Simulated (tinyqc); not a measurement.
Trench capacitor in an array: capacitance, non-linearity, leakage and relaxation: two steps of the calculation.

A film between two metal electrodes, each interface adding a series capacitance ci. The small-signal permittivity is ek (1 + aq E^2); the field is found with the linear permittivity. Leakage J = J0 sinh(E/Ef). After a voltage step the film passes a relaxation current kr C V tt^(-nr), tt being the time in seconds. The sidewall is a coaxial capacitor with radii a = dm/2 - t and b = dm/2, depth AR dm; the end face is left out.

Inputs (values chosen for the exercise); permittivity of the order of that of titanium dioxide:
- ek = 73.5 (relative permittivity of the film)
- t = 28 nm (film thickness)
- ci = 48 uF/cm^2 (capacitance of each electrode interface (dead layer and screening))
- aq = 0.024 cm^2/MV^2 (quadratic field coefficient of the permittivity)
- V = 0.5 V (bias)
- J0 = 4.9e-10 A/cm^2 (leakage prefactor)
- Ef = 0.28 MV/cm (field for an e-fold rise of the leakage)
- dm = 180 nm (diameter of the hole)
- AR = 30 (aspect ratio, depth over diameter)
- pt = 260 nm (pitch of the square array)
- rho = 430 uohm cm (resistivity of the inner electrode)

Constants: eps0 = 8.8541878128e-14 F/cm where lengths are in cm. Results are converted to the units shown.

Task 1. Planar capacitance, field and non-linearity. Planar film: Cf = eps0 ek/t, 1/C = 1/Cf + 2/ci, EOT = 3.9 eps0/C, effective permittivity C t/eps0, E = (V/t) C/Cf; quadratic coefficient [C(V)/C - 1]/V^2 with Cf (1 + aq E^2) in C(V).

Find: Cf; C; EOT; effective permittivity; E; quadratic coefficient; J.

Result 1.

Cf = 2.324 uF/cm^2
C = 2.119 uF/cm^2
EOT = 1.630 nm
effective permittivity = 67.01
E = 0.1628 MV/cm
quadratic coefficient = 2320 ppm/V^2
J = 3.012e-10 A/cm^2

The interfaces take 8.83 % of the voltage.

Task 2. Cell capacitance, fields and time constant. Per length 1/c = ln(b/a)/(2 pi eps0 ek) + (1/a + 1/b)/(2 pi ci); cell capacitance c AR dm; per footprint over pt^2; fields c V/(2 pi eps0 ek r) at r = a and b; resistance of the inner electrode rho AR dm/(pi a^2); time constant R C/3 of the distributed line.

Wanted: a; b; cell capacitance; capacitance per footprint; field at a; field at b; R; R C/3.

Result 2.

a = 62.000 nm
b = 90.000 nm
cell capacitance = 53.907 fF
capacitance per footprint = 79.743 uF/cm^2
field at a = 0.19688 MV/cm
field at b = 0.13563 MV/cm
R = 1.9228 kohm
R C/3 = 34.550 ps

The array gives 37.6 times the planar capacitance per footprint; curvature makes the field at the inner electrode 1.21 times the planar value.

tinyqc, about 0.01 s, one thread, Intel Xeon 2.30GHz (shared host): `OMP_NUM_THREADS=1 python tinyqc.py 2102064 2102065 out.jsonl`
